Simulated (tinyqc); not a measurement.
Inside a calculation. Method: Luttinger-Kohn k.p, four valence bands. One step of it, computed by the program tinyqc.

Problem. Bloch Hamiltonian at k. P = c g1 k^2, Q = c g2 (kx^2 + ky^2 - 2 kz^2), R = c sqrt3 [-g2 (kx^2 - ky^2) + 2i g3 kx ky], S = 2 c sqrt3 g3 (kx - i ky) kz, c = hbar^2/2m = 3.809982 eV angstrom^2; rows [P+Q, -S, R, 0], [-S*, P-Q, 0, R], [R*, 0, P-Q, S], [0, R*, S*, P+Q]. The path ends lie at |k| = 0.07 1/angstrom.

Luttinger parameters chosen for this model; energies are counted downward from the top of the valence band:
```
parameter,value,unit
g1,5.770000,
g2,2.390000,
g3,2.710000,
```

k point k (1/angstrom): 0.027000  0.010000  -0.042000

Give: H(k) at k.

Solution.

H(k) at k (eV), lower triangle (Hermitian):
```
,3/2,1/2,-1/2,-3/2
3/2,0.0324
1/2,0.0406+0.0150i,0.0816
-1/2,-0.0099-0.0097i,0.0000,0.0816
-3/2,0.0000,-0.0099-0.0097i,-0.0406-0.0150i,0.0324
```
